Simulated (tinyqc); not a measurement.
Gain against bias and Miller's formula: avalanche multiplication and breakdown of a junction from ionisation integrals. Computed by tinyqc, a small Python program. Command: `OMP_NUM_THREADS=1 python tinyqc.py 3012558 3012559 out.jsonl impact walk`. One thread of a shared host (Intel(R) Xeon(R) Processor @ 2.30GHz), about 0.01 s of CPU time with the checks.

Ionisation coefficients follow the local field. Position x runs through the depletion layer from the p side (x = 0), where electrons enter, to the n side (x = w), where holes enter. The built-in voltage is neglected.

Inputs (values chosen for the exercise, modelled on germanium):

| quantity | value | unit |
|---|---|---|
| electron prefactor a_n | 1.51e+07 | 1/cm |
| electron field b_n | 1.58e+06 | V/cm |
| hole prefactor a_p | 9.46e+06 | 1/cm |
| hole field b_p | 1.26e+06 | V/cm |
| exponent c | 1 | - |
| permittivity eps | 16 | - |
| doping gradient a | 2.6e+19 | 1/cm^4 |

Junction: linearly graded.

Constants: e = 1.602176634e-19 C; eps_0 = 8.8541878128e-12 F/m.

Method:
- alpha_n = a_n exp(-(b_n/F)^c), alpha_p = a_p exp(-(b_p/F)^c).
- Field F = F_m [1 - (2x/w - 1)^2], w = sqrt(8 eps eps_0 F_m/(e a)), V = (2/3) F_m w.
- With Phi(x) = int_0^x (alpha_n - alpha_p) dx': 1 - 1/M_n = I_n = int_0^w alpha_n exp(-Phi) dx and M_p = M_n exp(-Phi(w)); trapezoid rule on 401 even points; breakdown at I_n = 1.
- Solve I_n(F_m) = 1.
- Miller's exponent n is defined by 1 - 1/M = (V/V_B)^n for the larger M.

breakdown voltage = 84.1884 V

critical field F_m = 0.180304 MV/cm

Gain:

| V/V_B | V (V) | F_m (MV/cm) | M_n | M_p | Miller exponent n |
|---|---|---|---|---|---|
| 0.50 | 42.094 | 0.11358 | 1.0017 | 1.020 | 5.6536 |
| 0.60 | 50.513 | 0.12826 | 1.0100 | 1.084 | 5.0123 |
| 0.70 | 58.932 | 0.14215 | 1.0402 | 1.264 | 4.3893 |
| 0.80 | 67.351 | 0.15538 | 1.1398 | 1.759 | 3.7678 |
| 0.90 | 75.770 | 0.16807 | 1.5450 | 3.535 | 3.1560 |
| 0.95 | 79.979 | 0.17424 | 2.4522 | 7.325 | 2.8615 |
| 0.98 | 82.505 | 0.17789 | 5.2608 | 18.900 | 2.6908 |
| 0.99 | 83.347 | 0.17910 | 9.9723 | 38.260 | 2.6352 |

What does the comparison show, and why?

The larger gain passes 2 between 0.800 and 0.900 of V_B and reaches 38.3 at 0.99. Miller's exponent runs from 2.6 to 5.7, so it is not a constant: a fit holds over a narrow range only. From the first row to the last the voltage grows by a factor 1.98 and the peak field by 1.58.

Extremes, crossings and ranges named in words are read from the listed rows.
